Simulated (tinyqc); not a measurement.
Worked calculation: Froehlich polaron in a polar crystal. Computed by tinyqc, a small Python program that keeps every step. Command: `OMP_NUM_THREADS=1 python tinyqc.py 3021940 3021941 out.jsonl frohlich walk`. One thread of a shared host (Intel(R) Xeon(R) Processor @ 2.30GHz), about 0.08 s of CPU time with the checks. Intermediate numbers are printed to about 6 digits and carried at full precision; extremes and crossings named in words are read from the listed rows.

One electron in a parabolic band of mass m*, coupled to dispersionless LO phonons in the continuum model. Energies are in units of hbar omega unless marked, wave numbers in k_0 = sqrt(2 m* omega/hbar).

Inputs (values chosen for the exercise, modelled on zinc oxide):

| quantity | value | unit |
|---|---|---|
| band mass m* | 0.296 | m_0 |
| LO phonon energy hbar omega | 68.5 | meV |
| eps_inf | 3.6 | - |
| static dielectric constant eps_s | 8.09 | - |
| temperature T | 200 | K |
| electron wave number k/k_0 | 0.48 | - |
| trial v | 5.7 | - |
| trial w | 2.6 | - |

Constants: hbar^2/(2 m_0) = 3.80998212 eV angstrom^2; e^2/(4 pi eps_0) = 14.39964548 eV angstrom; k_B = 8.617333262e-05 eV/K; hbar = 6.582119569e-16 eV s; e = 1.602176634e-19 C; m_0 = 9.1093837015e-31 kg.

## Coupling constant and length scale

1/eps* = 1/eps_inf - 1/eps_s; k_0 = sqrt(2 m* omega/hbar) = sqrt(m* hbar omega / (hbar^2/(2 m_0))) with m* in m_0; alpha = (e^2/(4 pi eps_0)) k_0/(2 eps* hbar omega); polaron length 1/k_0.

eps* = 6.48641

k_0 = 0.0729507 1/angstrom

coupling constant alpha = 1.18211

polaron length 1/k_0 = 13.7079 angstrom

Intermediate coupling.

## Second-order perturbation theory

At T = 0 and k < k_0: E(k) = (k/k_0)^2 - alpha arcsin(k/k_0)/(k/k_0); so E(0) = -alpha, 1/m_p = (1 - alpha/6)/m*, and the mean number of phonons in the cloud at k = 0 is alpha/2. The Lee-Low-Pines variational state gives the same E(0) and m_p = m* (1 + alpha/6).

energy shift at k = 0 = -80.9742 meV

E(k) = -1.00257 hbar omega

m*/m_p, second order = 0.802982

m_p/m*, Lee-Low-Pines = 1.19702

phonons in the cloud = 0.591053

## Strong-coupling trial states

Landau-Pekar: the lattice follows the mean electron density. A Gaussian state exp(-b^2 r^2/2) gives E(b) = (3/2) b^2 - alpha b sqrt(2/pi) (b in k_0), minimised at b = alpha sqrt(2/pi)/3 to E = -alpha^2/(3 pi); a state exp(-b r) gives E(b) = b^2 - (5/8) alpha b, minimised at b = 5 alpha/16 to E = -25 alpha^2/256.

best b, Gaussian = 0.314395 k_0

E, Gaussian = -0.148266 hbar omega

best b, exponential = 0.369408 k_0

E, exponential = -0.136462 hbar omega

The Gaussian bound lies below -alpha only for alpha > 3 pi = 9.42; here it lies above, so the self-trapped state is the poorer bound.

## Feynman's energy at a trial point

Feynman's bound: E(v, w) = 3 (v - w)^2/(4 v) - (alpha v/sqrt(pi)) int_0^infinity e^-u D(u)^(-1/2) du, D = w^2 u + ((v^2 - w^2)/v)(1 - e^(-v u)); integrals by 80 Gauss-Legendre points in s from 0 to 1 with u = 40 s^2.

first term = 1.26447 hbar omega

E(v, w) = -0.303114 hbar omega

## Feynman's variational polaron

Minimise over v > w > 0 (simplex search); mass m_p/m* = 1 + (alpha v^3/(3 sqrt(pi))) int u^2 e^-u D^(-3/2) du.

best v = 3.13

best w = 2.85

E, Feynman = -1.20051 hbar omega

polaron energy, Feynman = -82.2346 meV

m_p/m*, Feynman = 1.239

The bound lies 1.6 % below -alpha, and the mass is 1.04 times the Lee-Low-Pines value.

## Mobility at low temperature

Scattering by absorption of an LO phonon: 1/tau = 2 alpha omega n, n = 1/(exp(hbar omega/(k_B T)) - 1); mu = e tau/m*, the weak-coupling result for k_B T well below hbar omega.

phonon occupation n = 0.0191475

lifetime tau = 212.264 fs

mobility = 1261.26 cm^2/(V s)

Caution: this mobility formula holds for weak coupling and k_B T well below hbar omega, and it leaves out all other scattering.

## All approximations against the coupling

Other columns: second order -alpha; Landau-Pekar Gaussian -alpha^2/(3 pi); Lee-Low-Pines mass 1 + alpha/6. The polaron energy in meV uses the given hbar omega.

Energies (hbar omega) and masses (m*):

| alpha | second order | Gaussian | Feynman | Feynman (meV) | mass, LLP | mass, Feynman | v | w |
|---|---|---|---|---|---|---|---|---|
| 0.3 | -0.3 | -0.00954930 | -0.301129 | -20.6273 | 1.05 | 1.052 | 3.03 | 2.96 |
| 0.59 | -0.59 | -0.0369346 | -0.594434 | -40.7187 | 1.09833 | 1.108 | 3.06 | 2.93 |
| 1.2 | -1.2 | -0.152789 | -1.21898 | -83.5002 | 1.2 | 1.243 | 3.13 | 2.84 |
| 1.9 | -1.9 | -0.383033 | -1.94964 | -133.551 | 1.31667 | 1.439 | 3.23 | 2.74 |
| 3.5 | -3.5 | -1.29977 | -3.68848 | -252.661 | 1.58333 | 2.186 | 3.53 | 2.47 |
| 6.5 | -6.5 | -4.48286 | -7.39203 | -506.354 | 2.08333 | 9.746 | 5.16 | 1.73 |
| 9.5 | -9.5 | -9.57582 | -12.4613 | -853.596 | 2.58333 | 84.79 | 11.1 | 1.24 |
| 12 | -12 | -15.2789 | -18.1434 | -1242.82 | 3 | 281.6 | 18.6 | 1.13 |

All three energies are upper bounds (-alpha through the Lee-Low-Pines state), and the Feynman value is the lowest in every row. It lies within 5 % of -alpha up to alpha = 1.9; at alpha = 12 it is 1.19 times the Gaussian value, whose alpha^2 law it approaches with a constant shift of about -3 ln 2 - 3/4 = -2.83 (here -2.86). The mass stays within 10 % of 1 + alpha/6 up to alpha = 1.9 and reaches 282 m* in the last row; w falls from 2.96 towards 1 while v grows to 18.6.

Checks made by the program: second-order shift against the integral -(2 alpha/pi) int dq/(1 + q^2) (relative difference below 1e-10); v = w reduces the bound to -alpha (relative difference 1e-10).
